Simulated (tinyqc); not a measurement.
# Resistance of a tapered via with liner, size effect and interface: several studies

A round via whose diameter grows from db at the bottom as D(z) = db + 2 z/tan(ang). The fill, of diameter D - 2 tl, starts above the bottom liner (thickness fb tl) and has rho = rho0 (1 + ks lam/(D - 2 tl)); the sidewall liner conducts in parallel with it. The bottom liner and the interface are crossed over the full area pi db^2/4. Spreading in the lines above and below is left out.

Parameters, values chosen for the exercise; fill metal close to ruthenium: diameter at the bottom db = 13 nm; height hv = 19 nm; sidewall angle ang = 85 degrees; bulk resistivity of the fill rho0 = 8.01 uohm cm; mean free path of the fill lam = 6.49 nm; size-effect factor ks = 1.5; liner on the sidewall tl = 0.6 nm; liner at the bottom over that on the sidewall fb = 0.7; resistivity of the liner rl = 170 uohm cm; interface resistivity at the bottom ri = 1e-12 ohm cm^2; ballistic conductance per area, about 3/(4 rho0 lam) Sb = 1.5e15 S/m^2; bulk resistivity of the second fill (close to copper) rho2 = 1.66 uohm cm; its mean free path lam2 = 39.3 nm; its liner tl2 = 2.5 nm.

Each table varies one quantity; the others keep the values above.

## Via resistance against the diameter at the bottom

Slices between z0 = fb tl and hv, evaluated at their midpoints: conductance per length pi/4 [(D - 2 tl)^2/rho + (D^2 - (D - 2 tl)^2)/rl], slice resistance = slice height over that. 2000 slices. R_fill = sum of the slices; R_bottom = rl fb tl/(pi db^2/4); R_interface = ri/(pi db^2/4); ballistic (Sharvin) limit 1/(Sb pi (db - 2 tl)^2/4); ideal cylinder rho0 hv/(pi db^2/4).

Via resistance against the diameter at the bottom:
```
db (nm),R_fill (ohm),R_bottom (ohm),R_interface (ohm),R (ohm),ballistic limit (ohm),R over ideal cylinder,largest part
6,117.9,25.25,3.537,146.7,36.84,2.725,fill
8.3,52.73,13.20,1.848,67.77,16.84,2.409,fill
11,26.72,7.513,1.052,35.29,8.838,2.204,fill
16,11.09,3.551,0.4974,15.14,3.875,2.000,fill
22,5.360,1.878,0.2631,7.501,1.962,1.874,fill
30,2.683,1.010,0.1415,3.835,1.023,1.781,fill
42,1.287,0.5154,0.07218,1.875,0.5099,1.707,fill
58,0.6450,0.2702,0.03785,0.9531,0.2631,1.655,fill
80,0.3274,0.1420,0.01989,0.4894,0.1367,1.616,fill
```

Read the table: what changes, and by how much?

R falls from 147 to 0.489 ohm. The fill is the largest part at db = 6 and in all other rows. R goes as db^(-2.38) between the first two rows and db^(-2.07) between the last two; area alone gives -2.

## Via resistance against the sidewall angle

Same model as above.

2000 slices.

The same in every row: R_bottom (ohm) = 5.3792; R_interface (ohm) = 0.75340; ballistic limit (ohm) = 6.0961.

Via resistance against the sidewall angle:
```
ang (degrees),R_fill (ohm),R (ohm),R over ideal cylinder,largest part
90,24.388,30.521,2.6619,fill
89,22.794,28.927,2.5228,fill
88,21.386,27.518,2.4000,fill
87,20.132,26.264,2.2906,fill
86,19.008,25.141,2.1926,fill
84,17.077,23.210,2.0242,fill
82,15.476,21.609,1.8846,fill
```

R falls from 30.5 to 21.6 ohm. The fill is the largest part at ang = 90 and in all other rows. The share of the two bottom terms goes from 20.1 to 28.4 %.

## Two fill metals against the diameter

2000 slices. R_fill = sum of the slices; R_bottom = rl fb tl/(pi db^2/4); R_interface = ri/(pi db^2/4). The second fill has rho2, lam2 and tl2 in place of rho0, lam and tl.

Result of one run:
```
db (nm),"R, first fill (ohm)","R, second fill (ohm)",ratio second/first
70,0.6449,0.9524,1.477
```

What becomes of these results when the diameter at the bottom db is changed from 70 to 35 nm, all else the same?

Result of the changed run:
```
db (nm),"R, first fill (ohm)","R, second fill (ohm)",ratio second/first
35,2.759,4.218,1.529
```

The whole series:
```
db (nm),"R, first fill (ohm)","R, second fill (ohm)",ratio second/first
8.5,64.10,183.5,2.862
12,28.93,61.25,2.117
17,13.23,23.38,1.767
24,6.207,9.986,1.609
35,2.759,4.218,1.529
49,1.356,2.026,1.495
70,0.6449,0.9524,1.477
100,0.3092,0.4540,1.468
```

The ratio goes from 2.86 to 1.47. The first fill gives the lower R in every row.

Program tinyqc, `OMP_NUM_THREADS=1 python tinyqc.py 2750070 2750071 out.jsonl`; Intel Xeon 2.30GHz, shared host, one thread, about 0.01 s.
